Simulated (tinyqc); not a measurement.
Geometry optimisation on the RHF/sto-3g surface (energies and gradients from PySCF), for BeH2, spin multiplicity 1, step by step. Computed by tinyqc, a small Python program that keeps every step (integrals from PySCF). Settings: charge = 0, multiplicity = 1, basis = sto-3g, optimiser = bfgs, first Hessian = 0.15, largest step = 0.5, iteration cap = 30. Command: `OMP_NUM_THREADS=1 python tinyqc.py 26025 26026 out.jsonl` (the two numbers bound the seeds that draw the settings). One thread of a shared host (Intel(R) Xeon(R) Processor @ 2.60GHz), about 0.4 s of CPU time with the checks.

## Step 1: energy and gradient

positions at the start (bohr):
```
,x,y,z
1Be,0.052912,-0.075589,0.032125
2H,0.022677,2.292238,0.075589
3H,0.079368,-2.354599,-0.030236
```

Self-consistent energy and analytic gradient at these positions.

energy = -15.55741595 hartree

gradient (hartree/bohr):
```
,x,y,z
1Be,0.00035097,-0.02647338,-0.00038570
2H,0.00019436,-0.01768568,-0.00056887
3H,-0.00054533,0.04415906,0.00095458
```

## Step 1: move

Quasi-Newton step p = -H^(-1) g (first H = 0.15 times the unit matrix); steps longer than 0.5 bohr are cut back.

positions after step 1 (bohr):
```
,x,y,z
1Be,0.050573,0.100900,0.034697
2H,0.021381,2.410142,0.079382
3H,0.083004,-2.648992,-0.036599
```

## Step 2: energy and gradient

As before.

energy = -15.54951999 hartree

gradient (hartree/bohr):
```
,x,y,z
1Be,-0.00106800,0.09156531,0.00246631
2H,0.00042517,-0.03543678,-0.00086256
3H,0.00064283,-0.05612853,-0.00160375
```

## Step 2: move

inverse Hessian in use (bohr^2/hartree), lower triangle:
```
,1,2,3,4,5,6,7,8,9
1,6.666244
2,0.035434,3.725726
3,0.000882,-0.070434,6.665239
4,0.000094,-0.005145,0.000128,6.666901
5,-0.007532,0.388977,-0.012761,-0.020718,8.498918
6,-0.000153,0.005756,-0.000509,-0.000617,0.054423,6.668272
7,0.000328,-0.030289,-0.001010,-0.000328,0.028249,0.000769,6.666667
8,-0.027902,2.551964,0.083195,0.025863,-2.221228,-0.060179,0.002040,6.335931
9,-0.000729,0.064678,0.001937,0.000489,-0.041661,-0.001096,0.000240,-0.023016,6.665826
```

Quasi-Newton step p = -H^(-1) g (the inverse Hessian comes from BFGS updates; coordinates in the order x, y, z of each atom); steps longer than 0.5 bohr are cut back.

positions after step 2 (bohr):
```
,x,y,z
1Be,0.052611,-0.082883,0.028929
2H,0.019735,2.551020,0.083156
3H,0.082611,-2.606087,-0.034606
```

## Convergence

Stop when the largest gradient component is below 3e-5 hartree/bohr. The inverse Hessian follows the BFGS update with s = step, y = change of gradient.

Course of the optimisation:
```
step,E (hartree),largest gradient (hartree/bohr)
1,-15.55741595,4.42e-02
2,-15.54951999,9.16e-02
3,-15.55650896,3.87e-02
4,-15.55955648,3.11e-02
5,-15.56127614,8.06e-03
6,-15.56134964,1.09e-03
7,-15.56135271,1.39e-04
8,-15.56135280,2.42e-05
```

Final distances (angstrom):
```
pair,distance
2H-1Be,1.290534
3H-1Be,1.290537
3H-2H,2.581071
```

Converged in 8 steps.
